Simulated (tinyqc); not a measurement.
Same peak temperature, different pulse lengths: millisecond and nanosecond annealing: surface heating, thermal budget and solid-phase regrowth. Computed by tinyqc, a small Python program. Command: `OMP_NUM_THREADS=1 python tinyqc.py 3017010 3017011 out.jsonl flash walk`. One thread of a shared host (Intel(R) Xeon(R) Processor @ 2.30GHz), about 0.02 s of CPU time with the checks.

A square pulse heats the surface of a thick wafer with constant thermal properties; losses by radiation are neglected and silicon melts at 1414 C.

Inputs (values chosen for the exercise, modelled on hot silicon with arsenic): incident fluence = 20.6 J/cm^2; pulse length t_p = 0.0022 s; reflectance R = 0.43; thermal conductivity k = 0.25 W/(cm K); heat capacity per volume c = 2.38 J/(cm^3 K); preheat temperature T0 = 800 C; dopant prefactor D0 = 8.29 cm^2/s; dopant activation energy E = 3.97 eV; regrowth prefactor v0 = 5.9e+08 cm/s; regrowth energy E_v = 2.7 eV; amorphous layer = 51 nm.

Source: flash lamp.

Constants: k_B = 8.617333262e-05 eV/K.

Method:
- Absorbed flux q = (1 - R) fluence/t_p; kappa = k/c. With f(z, t) = (2 q/k) sqrt(kappa t) ierfc(z/(2 sqrt(kappa t))), ierfc(x) = exp(-x^2)/sqrt(pi) - x erfc(x): T = T0 + f(z, t) during the pulse and T0 + f(z, t) - f(z, t - t_p) after it.
- At the surface the rise at the end of the pulse is 2 q sqrt(t_p/(pi k c)); the fluence that just melts the surface scales with (1414 - T0).
- Temperatures in kelvin are T(C) + 273.15.
- Integrate exp(-E/(k_B T(t))) at the surface from 0 to 10 t_p (Gauss-Legendre, 60 points in sqrt(t) up to t_p and 60 in sqrt(t - t_p) after it). (Dt) = D0 x integral with E; regrowth = v0 x integral with E_v; effective time = integral/exp(-E/(k_B T_peak)).
- For each t_p the flux is set so that the peak temperature stays the same: q sqrt(t_p) is fixed.

absorbed flux q = 5337.27 W/cm^2

kappa = 0.105042 cm^2/s

Pulses:
```
t_p (s)   fluence (J/cm^2)  q (W/cm^2)  thermal length (um)  2 sqrt(Dt) (nm)  regrowth (nm)
1.00e-07        1.3889e-01  7.9165e+05           1.0249e+00       1.0226e-03     8.6653e-02
1.00e-06        4.3919e-01  2.5034e+05           3.2410e+00       3.2338e-03     8.6653e-01
1.00e-05        1.3889e+00  7.9165e+04           1.0249e+01       1.0226e-02     8.6653e+00
1.00e-04        4.3919e+00  2.5034e+04           3.2410e+01       3.2338e-02     8.6653e+01
3.00e-04        7.6071e+00  1.4453e+04           5.6136e+01       5.6012e-02     2.5996e+02
1.00e-03        1.3889e+01  7.9165e+03           1.0249e+02       1.0226e-01     8.6653e+02
3.00e-03        2.4056e+01  4.5706e+03           1.7752e+02       1.7712e-01     2.5996e+03
1.00e-02        4.3919e+01  2.5034e+03           3.2410e+02       3.2338e-01     8.6653e+03
```

What follows from these numbers?

Fluence and diffusion length grow as sqrt(t_p), regrowth as t_p. The layer of 51 nm regrows from t_p = 0.0001 s on among these rows, at a diffusion length of 0.032 nm. Caution: amorphous silicon melts some 200 to 250 K below the crystal, which matters for the short pulses that reach the peak before regrowth. Caution: the shortest pulses need a source absorbed within their thermal length, and the longest also heat the back of the wafer, which the thick-wafer formula leaves out. Caution: seconds at the preheat temperature would regrow the layer before any pulse.

Extremes, crossings and ranges named in words are read from the listed rows.
